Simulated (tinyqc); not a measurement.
Fitting sp3s* parameters to three gaps by Newton steps, step by step. Values are carried at full precision from step to step, so a last printed digit may differ when a step is redone from the rounded ones.

sp3s* tight binding, nearest neighbours only: anion (a) at 0, cation (c) at a/4 (1,1,1), orbitals s, px, py, pz, s* on each; k in units of 2 pi/a. With phases e_j = exp(i (pi/2) k.n_j) for n = (1,1,1), (1,-1,-1), (-1,1,-1), (-1,-1,1): g0 = (e1+e2+e3+e4)/4, g1 = (e1+e2-e3-e4)/4, g2 = (e1-e2+e3-e4)/4, g3 = (e1-e2-e3+e4)/4. The diagonal holds the levels Esa, Epa, Exa (s*) and Esc, Epc, Exc. Anion-cation block: <sa|sc> = Vss g0; <sa|xc> = Vsapc g1; <xa|sc> = -Vscpa g1; <xa|xc> = Vxx g0; <xa|yc> = <ya|xc> = Vxy g3, <xa|zc> = <za|xc> = Vxy g2, <ya|zc> = <za|yc> = Vxy g1; <s*a|xc> = Vxapc g1; <xa|s*c> = -Vpaxc g1; y and z take g2 and g3 in place of g1; s-s* and s*-s* vanish.

Gaps are level 5 at Gamma, X = (1,0,0) and L = (1/2,1/2,1/2) less level 4 at Gamma; no spin-orbit coupling. Free parameters: Vss, Exa and Exc. H is linear in them, so by Hellmann-Feynman J_ij = <u|dH/dp_j|u> for level 5 at point i less the same for level 4 at Gamma. Newton: p(new) = p + J^-1 (target - gaps); stop when all misses are below 1e-7 eV.

Values chosen for the exercise (out of a larger set: near a published set for GaAs, fitted to gaps, whose masses and valley positions are rough; not measured data): p = (-8.366, 1.043, -2.664, 3.671, 8.557, 6.715, -6.476, 1.953, 5.093, 4.478, 5.804, 4.85, 4.823) eV (start, order Esa, Epa, Esc, Epc, Exa, Exc, Vss, Vxx, Vxy, Vsapc, Vscpa, Vxapc, Vpaxc); tg = (1.4298, 2.025, 1.6689) eV (target gaps at Gamma, X, L).

## Gaps of the starting set

Compute the gaps and the misses.

gaps (eV): Gamma 1.5577, X 2.0073, L 1.6809

target less gap (eV): Gamma -0.1279, X 0.0177, L -0.0120

## The Jacobian

Form J and its singular values.

J:
```
,Vss,Exa,Exc
Gamma,-0.9152,0.0000,0.0000
X,0.0000,0.3163,0.0000
L,-0.2425,0.0835,0.0605
```

singular values: 0.9472  0.3267  0.0566

The gap at Gamma answers to Vss. The condition number is 16.7.

## The first Newton step

Solve J dp = target less gap; the columns of J are Vss, Exa and Exc.

dp (eV): Vss 0.140, Exa 0.056, Exc 0.284

## The iteration

Repeat with J formed anew.

Newton steps (eV):
```
i,Vss,Exa,Exc,Gamma,X,L,largest miss
0,-6.4760,8.5570,6.7150,1.5577,2.0073,1.6809,0.13
1,-6.3363,8.6129,6.9986,1.4300,2.0249,1.6682,0.00066
2,-6.3360,8.6132,7.0115,1.4298,2.0250,1.6689,1.8e-06
3,-6.3360,8.6132,7.0115,1.4298,2.0250,1.6689,1.2e-11
```

Converged in 3 steps; the miss goes 0.13, 0.00066, 1.8e-06, 1.2e-11, about squaring each time once it is small. The largest change is 0.296 eV in Exc, for a first miss of 0.128 eV.

## Checks

- J by Hellmann-Feynman against central differences: they agree to 1e-10 or better.

(tinyqc, `OMP_NUM_THREADS=1 python tinyqc.py 1481671 1481672 out.jsonl`, Intel(R) Xeon(R) Processor @ 2.30GHz, 1 thread, shared host, about 0.2 s.)
